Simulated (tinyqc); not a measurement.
Inside a calculation. Model: three-phonon processes in a diatomic chain: dispersion, energy and momentum conservation, and decay channels of optical phonons. Computed by tinyqc, a small Python program that keeps every step. Command: `OMP_NUM_THREADS=1 python tinyqc.py 3121597 3121598 out.jsonl threeph walk`. One thread of a shared host (Intel(R) Xeon(R) Processor @ 2.30GHz), about 0.04 s of CPU time with the checks. Intermediate numbers are printed to about 6 digits and carried at full precision; extremes and crossings named in words are read from the listed rows.

Cell length a, two atoms, one spring constant. x = q a/pi runs from -1 to 1; A and O are the acoustic and optical branches. Matrix elements are not computed: only conservation laws and occupation factors are followed.

Inputs (values chosen for the exercise, for a model chain):

| quantity | value | unit |
|---|---|---|
| light mass m | 27 | u |
| heavy mass M | 95 | u |
| spring constant k | 5.8 | eV/angstrom^2 |
| temperature T | 800 | K |
| wave number of the decaying phonon q a/pi | 0.61 | - |

Constants: nu for 1 eV/(angstrom^2 u) = 15.6333042 THz; h x 1 THz = 4.135667696 meV; k_B = 8.617333262e-05 eV/K.

## Band edges

omega^2 = k (1/m + 1/M) -/+ k sqrt((1/m + 1/M)^2 - 4 sin^2(pi x/2)/(m M)); nu = 15.6333042 THz x sqrt(omega^2) for eV/(angstrom^2 u). Acoustic top sqrt(2 k/M), optical bottom sqrt(2 k/m), optical top sqrt(2 k (1/m + 1/M)).

acoustic top = 5.46283 THz

optical bottom = 10.2470 THz

optical top = 11.6122 THz

optical top over twice the acoustic top = 1.06284

optical bottom over twice the acoustic top = 0.937886

optical width over acoustic top = 0.249909

The zone-centre optical phonon lies above twice the acoustic top (M/m > 3), so its decay into two acoustic phonons is forbidden.

## Dispersion

The formulas are those given above.

Branches:

| x | nu_A (THz) | nu_O (THz) |
|---|---|---|
| 0.10 | 0.75571 | 11.5876 |
| 0.20 | 1.50227 | 11.5147 |
| 0.35 | 2.58350 | 11.3212 |
| 0.50 | 3.58358 | 11.0455 |
| 0.65 | 4.44993 | 10.7258 |
| 0.80 | 5.10416 | 10.4303 |
| 0.90 | 5.36989 | 10.2960 |
| 1.00 | 5.46283 | 10.2470 |

## All channels at the given wave number

Processes for O(x): decay O -> A + A and O -> O + A with x = x' + x'' (mod 2), and absorption O + A -> O with x + x' = x'' (mod 2). Roots of the energy mismatch in x' are bracketed on 4001 points from -1 to 1 and refined. A process is umklapp (U) if the sum of wave numbers leaves (-1, 1]. Weight = occupation factor/|d mismatch/dx'|, the factor being 1 + n' + n'' for decay and n' - n'' for absorption. Pairs that differ only by exchanging two acoustic products count once, and the trivial root x' = 0 is left out.

nu_O(x) = 10.8121 THz

Channels:

| process | x' | x'' | nu' (THz) | nu'' (THz) | type | weight (1/THz) |
|---|---|---|---|---|---|---|
| none | - | - | - | - | - | - |

No three-phonon channel is open for this phonon in the chain; four-phonon processes, or other branches in three dimensions, would set its lifetime.

## Phase space against the mass ratio

Total weight summed over channels and averaged over x = 0.05, 0.15, ..., 0.95, with m and k fixed; share of those x with an open channel.

Optical phonons:

| M/m | weight, A + A (1/THz) | weight, with O (1/THz) | share open |
|---|---|---|---|
| 1.1 | 0.67374 | 0 | 1.0 |
| 1.5 | 1.45931 | 0 | 1.0 |
| 2.0 | 0.84543 | 0 | 0.8 |
| 2.5 | 0.47956 | 0 | 0.5 |
| 2.9 | 0.37035 | 0 | 0.2 |
| 3.3 | 0.00000 | 0 | 0.0 |
| 3.7 | 0.00000 | 0 | 0.0 |
| 4.2 | 0.00000 | 0 | 0.0 |
| 6.0 | 0.00000 | 0 | 0.0 |

The A + A channel closes between M/m = 2.9 and 3.3 on this grid: energy conservation alone would allow it up to M/m = 4, where the optical bottom passes twice the acoustic top, but momentum must be conserved too. No channel with a second optical phonon opens at any ratio. A large gap that shuts such channels is one reason why crystals with very unequal masses can conduct heat well.

Checks made by the program: band edges against the dispersion (relative difference below 1e-10).
